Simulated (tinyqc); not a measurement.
Classical Heisenberg spin chain: exact results, Metropolis, heat-bath and over-relaxation steps, and a Monte Carlo run: one step, computed by the program tinyqc. Command: `OMP_NUM_THREADS=1 python tinyqc.py 3130010 3130011 out.jsonl heismc walk`. One thread of a shared host (Intel(R) Xeon(R) Processor @ 2.30GHz), about 0.3 s of CPU time with the checks.

E = -J sum_i s_i . s_(i+1) for unit vectors s_i on an open chain; K = J/(k_B T).

Task: Four single-spin steps. The given spins are first normalised. Spins 2 and 3 are updated in turn, with h = K (sum of the two neighbours). Heat bath: cos(theta) = 1 + ln(1 - r1 (1 - exp(-2 |h|)))/|h| about n = h/|h|, azimuth 2 pi r2 = phi in the frame a = n x z/|n x z|, b = n x a: s = n cos(theta) + sin(theta)(a cos(phi) + b sin(phi)); r1, r2 are the first two numbers of the row. Steps 2 and 4 are reflections, s -> 2 (s . h) h/|h|^2 - s, which keep the energy and use no random number.

Inputs (values chosen for the exercise, for a model chain of large moments): temperature T = 30.8 K.

Update: heat bath with over-relaxation.

four neighbouring spins (rows; components x, y, z):
$$\begin{pmatrix}
-0.0551 & 0.7895 & 0.6113 \\
-0.4621 & 0.5047 & 0.7292 \\
0.4339 & -0.8439 & -0.3155 \\
0.9074 & -0.2413 & -0.3442
\end{pmatrix}$$

random numbers, one row a step:
$$\begin{pmatrix}
0.1049 & 0.2596 & 0.3179 \\
0.7743 & 0.9395 & 0.6531 \\
0.3402 & 0.8824 & 0.5530 \\
0.6692 & 0.6762 & 0.1863
\end{pmatrix}$$

K = -4.144471

Give: the table «Steps» with the columns |h|, h . s before, h . s after, move, x, y, z.

Result:

Steps:
```
spin    |h|  h . s before  h . s after        move        x        y        z
2     2.005        -0.055        1.896   heat bath  -0.5472   0.0588  -0.8349
3     5.165        -2.828       -2.828  reflection  -0.1175   0.6836  -0.7203
2     6.164        -1.128        5.748   heat bath  -0.1589  -0.9371   0.3109
3     5.787         3.604        3.604  reflection  -0.5500   0.3674   0.7500
```
